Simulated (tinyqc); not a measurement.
Formation energy of a charged point defect from supercell energies: one step, computed by the program tinyqc. Command: `OMP_NUM_THREADS=1 python tinyqc.py 3005904 3005905 out.jsonl formation walk`. One thread of a shared host (Intel(R) Xeon(R) Processor @ 2.30GHz), about 0.01 s of CPU time with the checks.

The host is a compound AB. Making the defect adds n_A = 1, n_B = -1 atoms to the cell. All total energies are inputs. E_F is counted from the valence-band maximum (VBM); x = 0 is A-rich and x = 1 B-rich growth.

Question. Transition levels and the lower envelope. eps(q/q') = [E_f(q', 0) - E_f(q, 0)]/(q - q'). U of state q is eps(q/q-1) - eps(q+1/q). The stable state at each E_F is the lowest line E_f(q, 0) + q E_F.

Inputs (values chosen for the exercise, for a model compound AB): gap E_g = 2.46 eV; dielectric constant eps = 10.5; cell length L = 9.7 angstrom.

Defect: A on a B site. Supercell lattice: bcc.

charge states q: 0  -1  -2

E_f(q, 0) (eV): (q=0) 2.563240, (q=-1) 2.764427, (q=-2) 4.747987

Give: One-electron levels above the VBM (eV); Stable states.

Answer.

One-electron levels above the VBM (eV):
```
level    energy  U of the state between this level and the next
(0/-1)    0.201                                           1.782
(-1/-2)   1.984                                               -
```

Stable states:
```
q   from E_F (eV)  to E_F (eV)
0           0.000        0.201
-1          0.201        1.984
-2          1.984        2.460
```

Stable in the gap, from the VBM up: 0, -1, -2. Caution: the largest image-charge correction in these energies, q^2 alpha e^2/(8 pi eps_0 eps L) with alpha = 2.888462, exceeds a quarter of the gap; the point-charge term alone is then a rough estimate, usually too large for a charge that is spread out.
